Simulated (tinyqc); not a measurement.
What each parameter does: donor level screened by free carriers (Yukawa potential).

Screening wave number: Debye ks^2 = 4 pi q n/(eps kB T); Thomas-Fermi ks^2 = 6 pi q n/(eps EF) with EF = c (3 pi^2 n/gv)^(2/3)/m, c = hbar^2/2m0; the two are joined by 1/ks^2 = sqrt(1/ks_D^4 + 1/ks_TF^4). 1e18/cm^3 = 1e-6/angstrom^3, q = e^2/(4 pi eps0).

Potential -(q/(eps r)) exp(-ks r), q = e^2/(4 pi eps0). In units Ry* = Ry m/eps^2 and a* = a0 eps/m the problem is [-Laplacian - 2 exp(-x r)/r] psi = E psi with x = ks a*.

Converged values use 18 functions exp(-z r), z = 1.55^i, i = -11 to 6: S = 2/A^3, H = z_i z_j S - 2/(A + x)^2, A = z_i + z_j.

Constants: e^2/(4 pi eps0) = 14.39964547 eV angstrom; kB = 8.617333262e-05 eV/K; hbar^2/2m0 = 3.80998211 eV angstrom^2; Ry = 13.60569312 eV; a0 (Bohr radius) = 0.5291772105 angstrom.

Parameters, chosen for this exercise (near those of a donor in Si, with one mean mass; not measured data):
```
symbol  value  unit         meaning
m       0.305  m0           mass
eps     12                  dielectric constant
gv      6                   valleys
T       400    K            temperature
n       0.43   x 1e18/cm^3  free-carrier density
```

Ry* = Ry m/eps^2, a* = a0 eps/m, x = ks a* with the joined ks; converged binding.

Results for these values:
```
case  1/ks (angstrom)      x  binding in Ry*  binding (meV)
base             72.9  0.285           0.534          15.39
```

What happens to each result for eps = 11, all else kept?

Answer: 1/ks falls from 72.9 to 69.8; x falls from 0.285 to 0.273; binding in Ry* rises from 0.534 to 0.550; binding rises from 15.39 to 18.87.

The same for each parameter in turn:
```
case                   1/ks (angstrom)      x  binding in Ry*  binding (meV)
base                              72.9  0.285           0.534          15.39
n = 0.645 x 1e18/cm^3             59.6  0.349           0.454          13.09
T = 370 K                         70.2  0.297           0.519          14.97
m = 0.342 m0                      72.9  0.255           0.576          18.60
eps = 11                          69.8  0.273           0.550          18.87
gv = 7                            72.9  0.285           0.534          15.39
```

Run: tinyqc, `OMP_NUM_THREADS=1 python tinyqc.py 1280927 1280928 out.jsonl`; Intel(R) Xeon(R) Processor @ 2.30GHz, one thread, shared host; about 0.02 s of CPU time with all checks.
